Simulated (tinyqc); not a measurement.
Thickness series: Landau-Devonshire theory of a uniaxial ferroelectric. Computed by tinyqc, a small Python program. Command: `OMP_NUM_THREADS=1 python tinyqc.py 3028869 3028870 out.jsonl ferro walk`. One thread of a shared host (Intel(R) Xeon(R) Processor @ 2.30GHz), about 0.01 s of CPU time with the checks.

G(P) = (alpha/2) P^2 + (beta*/4) P^4 + (gamma/6) P^6 - E P per volume, SI units, one domain, P along the polar axis.

Inputs (values chosen for the exercise, for a model ferroelectric):
```
quantity                          value             unit
alpha_0                          251000      J m/(C^2 K)
Curie-Weiss temperature T0          890                K
beta                           1.06e+09        J m^5/C^4
gamma                          3.03e+10        J m^9/C^6
temperature T                       444                K
film thickness d                    3.4               nm
screening length lambda           0.043               nm
background permittivity eps_b         5                -
series capacitance C_d              1.1  microfarad/cm^2
```

Sample: free crystal.

Constants: eps_0 = 8.8541878128e-12 F/m.

Method:
- alpha = alpha_0 (T - T0*), T0* = T0, beta* = beta.
- Ps^2 = [-beta* + sqrt(beta*^2 - 4 alpha gamma)]/(2 gamma).
- chi = 1/(eps_0 G''), G'' = alpha + 3 beta* P^2 + 5 gamma P^4 at Ps. Ps, chi and the coercive field are for perfect screening, without a depolarising field. The intrinsic coercive field is |alpha P + beta* P^3 + gamma P^5| at the P_c where G'' = 0. 1 C/m^2 = 100 microcoulomb/cm^2.
- Between shorted electrodes with screening length lambda each, the depolarising field is -k P, k = 2 lambda/(eps_0 (d + 2 lambda eps_b)), so alpha turns into alpha + k.
- The polar state is the lowest uniform state while alpha + k < 0 (beta* > 0) or < 3 beta*^2/(16 gamma) (beta* < 0); setting the equality gives the critical thickness d_c.
- Domains are left out, though they can pre-empt both the loss of P and the state at P = 0. The second and third columns are for the shorted capacitor, polar only where it is the lowest uniform state: alpha + k < 0 (beta* > 0) or < 3 beta*^2/(16 gamma) (beta* < 0). The last column is another circuit, the film in series with C_d at P = 0: 1/C = (alpha d)/(1 + alpha eps_0 eps_b) + 1/C_d, and P = 0 is locally stable while 1/C > 0; a dash marks the rest.

alpha = -1.11946e+08 J m/C^2

beta* = 1.06e+09 J m^5/C^4

critical thickness d_c = 86.3343 nm

spontaneous polarisation Ps = 21.3912 microcoulomb/cm^2

Against thickness:
```
d (nm)  P (microcoulomb/cm^2)  depolarising field (MV/m)  C of the stack / C_d
1                       0.000                      0.000                1.0012
2                       0.000                      0.000                1.0025
3                       0.000                      0.000                1.0037
5                       0.000                      0.000                1.0062
8                       0.000                      0.000                1.0100
15                      0.000                      0.000                1.0189
30                      0.000                      0.000                1.0386
60                      0.000                      0.000                1.0802
150                    16.046                     10.360                1.2279
```

The polar state appears between 60 and 150 nm (d_c = 86.3 nm), and at 150 nm P is 75.0 % of Ps. The stack exceeds C_d wherever it is stable, up to 1.23 times: the ferroelectric held at P = 0 acts as a negative capacitance. Caution: far below T0* the expansion with linear alpha(T) is only a fit.

Extremes, crossings and ranges named in words are read from the listed rows.
